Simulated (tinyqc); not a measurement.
A run and its error bars: classical Heisenberg spin chain: exact results, Metropolis, heat-bath and over-relaxation steps, and a Monte Carlo run. Computed by tinyqc, a small Python program. Command: `OMP_NUM_THREADS=1 python tinyqc.py 3130236 3130237 out.jsonl heismc walk`. One thread of a shared host (Intel(R) Xeon(R) Processor @ 2.30GHz), about 0.2 s of CPU time with the checks.

E = -J sum_i s_i . s_(i+1) for unit vectors s_i on an open chain; K = J/(k_B T).

Inputs (values chosen for the exercise, for a model chain of large moments):
```
quantity                     value  unit
coupling J                    -9.8   meV
temperature T                 33.3     K
moment mu                      6.8  mu_B
length N of the open chain      24     -
seed                        521983     -
```

Update: heat bath.

Constants: k_B = 8.617333262e-05 eV/K; mu_B = 5.7883818060e-05 eV/T.

Method:
- Each bond angle is independent, so u = <s_i . s_(i+1)> = coth K - 1/K, <s_i . s_(i+n)> = u^n, correlation length xi = -1/ln|u|, energy per bond -J u, heat capacity per bond c/k_B = 1 - K^2/sinh^2 K, and for the long chain chi = mu^2 (1 + u)/(3 k_B T (1 - u)) per spin.
- For N spins, <|sum s|^2>/N = (1 + u)/(1 - u) - 2 u (1 - u^N)/(N (1 - u)^2); the long chain has (1 + u)/(1 - u), chi over the Curie value, and the difference is relative to it.
- From the ordered state (alternating for J < 0), with each spin drawn from exp(h . s), h = K x sum of neighbours, 200 sweeps are discarded and 1600 recorded (even and odd sites in turn; random numbers not printed, so these rows are one sample). Errors are the scatter of block means over sqrt(number of blocks).

K = -3.41514

u = -0.709350

<|sum s|^2>/N = 0.190261

Blocking:
```
block length  mean bond product      error  <|sum s|^2>/N      error
1                      -0.70494  0.0015180        0.19367  0.0039853
4                      -0.70494  0.0018048        0.19367  0.0040133
16                     -0.70494  0.0020264        0.19367  0.0040056
40                     -0.70494  0.0019330        0.19367  0.0036032
80                     -0.70494  0.0019230        0.19367  0.0038609
```

What follows from these numbers?

With blocks of 40 the bond product is 2.3 error bars from the exact u = -0.7093, and <|sum s|^2>/N is 0.9 from the exact 0.190. Blocking to 40 changes the two errors by factors 1.3 and 0.9.
